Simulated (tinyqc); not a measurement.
Resistance of a tapered via with liner, size effect and interface: two steps of the calculation.

A round via whose diameter grows from db at the bottom as D(z) = db + 2 z/tan(ang). The fill, of diameter D - 2 tl, starts above the bottom liner (thickness fb tl) and has rho = rho0 (1 + ks lam/(D - 2 tl)); the sidewall liner conducts in parallel with it. The bottom liner and the interface are crossed over the full area pi db^2/4. Spreading in the lines above and below is left out.

Parameters, values chosen for the exercise; fill metal close to cobalt:
- db = 8.9 nm (diameter at the bottom)
- hv = 24 nm (height)
- ang = 86 degrees (sidewall angle)
- rho0 = 6.33 uohm cm (bulk resistivity of the fill)
- lam = 11.6 nm (mean free path of the fill)
- ks = 1.4 (size-effect factor)
- tl = 1 nm (liner on the sidewall)
- fb = 1 (liner at the bottom over that on the sidewall)
- rl = 320 uohm cm (resistivity of the liner)
- ri = 2.7e-12 ohm cm^2 (interface resistivity at the bottom)
- Sb = 1e15 S/m^2 (ballistic conductance per area, about 3/(4 rho0 lam))

Question 1. Slices of the via. Slices between z0 = fb tl and hv, evaluated at their midpoints: conductance per length pi/4 [(D - 2 tl)^2/rho + (D^2 - (D - 2 tl)^2)/rl], slice resistance = slice height over that. 6 slices.

Find: z; D; rho; slice resistance.

Answer 1.

z, slice 0 to 5 (nm): [2.917, 6.750, 10.58, 14.42, 18.25, 22.08]
D, slice 0 to 5 (nm): [9.308, 9.844, 10.38, 10.92, 11.45, 11.99]
rho, slice 0 to 5 (uohm cm): [20.40, 19.44, 18.60, 17.86, 17.21, 16.62]
slice resistance, slice 0 to 5 (ohm): [17.93, 14.90, 12.54, 10.67, 9.168, 7.950]

Question 2. Total resistance. R_fill = sum of the slices; R_bottom = rl fb tl/(pi db^2/4); R_interface = ri/(pi db^2/4); ballistic (Sharvin) limit 1/(Sb pi (db - 2 tl)^2/4); ideal cylinder rho0 hv/(pi db^2/4).

slice resistance, slice 0 to 5 (ohm): [17.929635, 14.896959, 12.535754, 10.667558, 9.1682345, 7.9495804]

Find: parts; R; shares; ballistic limit; ideal cylinder.

Answer 2.

parts (ohm): fill 73.148, bottom liner 51.438, interface 4.3400
R = 128.93 ohm
shares (%): fill 56.737, bottom liner 39.897, interface 3.366
ballistic limit = 26.743 ohm
ideal cylinder = 24.420 ohm

The fill is the largest part, and R is 5.28 times the ideal cylinder. With 2000 slices R = 129.05 ohm.

Computed by the program tinyqc: `OMP_NUM_THREADS=1 python tinyqc.py 2750036 2750037 out.jsonl`, one thread of a shared Intel Xeon 2.30GHz, about 0.01 s for the whole run.
